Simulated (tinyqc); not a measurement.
Hall effect and magnetoresistance of several carrier groups with constant relaxation times. Changing the density n2. Computed by tinyqc, a small Python program. Command: `OMP_NUM_THREADS=1 python tinyqc.py 3016976 3016977 out.jsonl hall2 sweep`. One thread of a shared host (Intel(R) Xeon(R) Processor @ 2.30GHz), about 0.01 s of CPU time with the checks.

Group 1 has charge -e and group 2 charge -e; s_i is that sign. B lies along z; mu B is formed with mu in m^2/(V s).

Inputs (values chosen for the exercise, for a model conductor):

| quantity | value | unit |
|---|---|---|
| density n1 | 2.4e+15 | 1/cm^3 |
| mobility mu1 | 140000 | cm^2/(V s) |
| mobility mu2 | 32000 | cm^2/(V s) |
| magnetic field B | 0.07 | T |

Carriers: two electron groups. Densities: per volume.

Constants: e = 1.602176634e-19 C.

Method:
- sigma_xx = sum n_i e mu_i/(1 + mu_i^2 B^2); sigma_xy = sum s_i n_i e mu_i^2 B/(1 + mu_i^2 B^2).
- rho_xx = sigma_xx/(sigma_xx^2 + sigma_xy^2); Hall coefficient R_H = sigma_xy/(B (sigma_xx^2 + sigma_xy^2)), with B in V s/cm^2 (1 T = 1e-4 V s/cm^2); magnetoresistance MR = rho_xx(B)/rho_xx(0) - 1. Apparent density 1/(e |R_H|); Hall mobility |R_H|/rho_xx.
- Weak field: R_H(0) = sum s_i n_i mu_i^2/(e (sum n_i mu_i)^2); MR = c B^2 with c = n1 n2 mu1 mu2 (s1 mu1 - s2 mu2)^2/(n1 mu1 + n2 mu2)^2. Strong field: R_H = 1/(e sum s_i n_i); rho_xx saturates at (n1/mu1 + n2/mu2)/(e (sum s_i n_i)^2).

One run for each value:

| density n2 (1/cm^3) | Hall coefficient R_H (cm^3/C) | R_H at weak field (cm^3/C) | magnetoresistance MR (%) | rho_xx (ohm cm) |
|---|---|---|---|---|
| 7.20e+13 | -2567.1 | -2569.3 | 0.367 | 0.018517 |
| 1.60e+14 | -2527.0 | -2531.9 | 0.801 | 0.018444 |
| 3.50e+14 | -2443.4 | -2454.1 | 1.681 | 0.018279 |
| 7.80e+14 | -2268.3 | -2291.7 | 3.418 | 0.017882 |
| 1.70e+15 | -1951.1 | -1997.6 | 6.184 | 0.016976 |
| 3.80e+15 | -1439.9 | -1518.1 | 9.446 | 0.014928 |
| 8.50e+15 | -852.7 | -941.2 | 10.736 | 0.011368 |
| 1.90e+16 | -407.3 | -465.7 | 8.703 | 0.007187 |
| 4.20e+16 | -175.3 | -199.1 | 5.421 | 0.003917 |
| 9.20e+16 | -74.8 | -81.9 | 2.896 | 0.001958 |

Over the rows, Hall coefficient R_H (cm^3/C) rises from -2570 to -74.8 (exponent d ln y / d ln x -0.020 between the first rows and -1.1 between the last); R_H at weak field (cm^3/C) rises from -2570 to -81.9 (exponent d ln y / d ln x -0.018 between the first rows and -1.1 between the last); magnetoresistance MR (%) goes from 0.367 through a maximum among these rows, 10.7 at 8.50e15, to 2.90. Both groups have one sign, so R_H cannot pass zero.

Extremes, crossings and ranges named in words are read from the listed rows.
